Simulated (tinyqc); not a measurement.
Short-channel transistor, virtual-source model with series resistance: one step of the calculation.

The current per gate width is the charge at the top of the source barrier (the virtual source) times its velocity times a saturation function; al and be are fitting constants of the model. Units: I in uA/um, Rs in ohm um, so I Rs = 1e-6 I Rs in volts; Q in uC/cm^2, so I = 1e-4 Q vx0 Fsat with vx0 in cm/s.

Question. Current through the series resistance. Intrinsic voltages Vg' = Vgs - I Rs, Vd' = Vds - 2 I Rs. n = n0 + nd Vd', VT = VT0 - dl Vd', Ff = 1/(1 + exp((Vg' - VT + al Vt/2)/(al Vt))), Q = Cinv n Vt ln(1 + exp((Vg' - VT + al Vt Ff)/(n Vt))), Vdsat = (vx0 L/mu)(1 - Ff) + Vt Ff, Fsat = u/(1 + u^be)^(1/be) with u = Vd'/Vdsat, and I(out) = Q vx0 Fsat per width. (Fsat takes the sign of u.) I(new) = I + 0.5 (I(out) - I).

Inputs (values chosen for the exercise): temperature T = 400 K; inversion capacitance Cinv = 1.27 uF/cm^2; velocity at the virtual source vx0 = 2.17e7 cm/s; apparent mobility mu = 450 cm^2/(V s); channel length L = 90 nm; threshold at zero drain voltage VT0 = 0.418 V; drain-induced barrier lowering dl = 0.156 V/V; subthreshold factor n0 = 1.28; growth of n with drain voltage nd = 0 1/V; threshold shift (in units of Vt) from weak to strong inversion al = 3.5; sharpness of saturation be = 1.8; series resistance of each contact Rs = 70 ohm um; gate voltage Vgs = 1.2 V; drain voltage Vds = 1.2 V.

Constants: q = 1.602176634e-19 C, kB = 1.380649e-23 J/K, Vt = kB T/q. Results are converted to the units shown.

I after iteration 1 = 1229.6862 uA/um

Give: Vg'; Vd'; VT; Ff; Q; Vdsat; Fsat; I(out); I after iteration 2.

Answer.

Vg' = 1.114 V
Vd' = 1.028 V
VT = 0.2577 V
Ff = 5.014e-4
Q = 1.088 uC/cm^2
Vdsat = 0.4338 V
Fsat = 0.8988
I(out) = 2121 uA/um
I after iteration 2 = 1675 uA/um

tinyqc, about 0.01 s, one thread, Intel Xeon 2.30GHz (shared host): `OMP_NUM_THREADS=1 python tinyqc.py 2380016 2380017 out.jsonl`
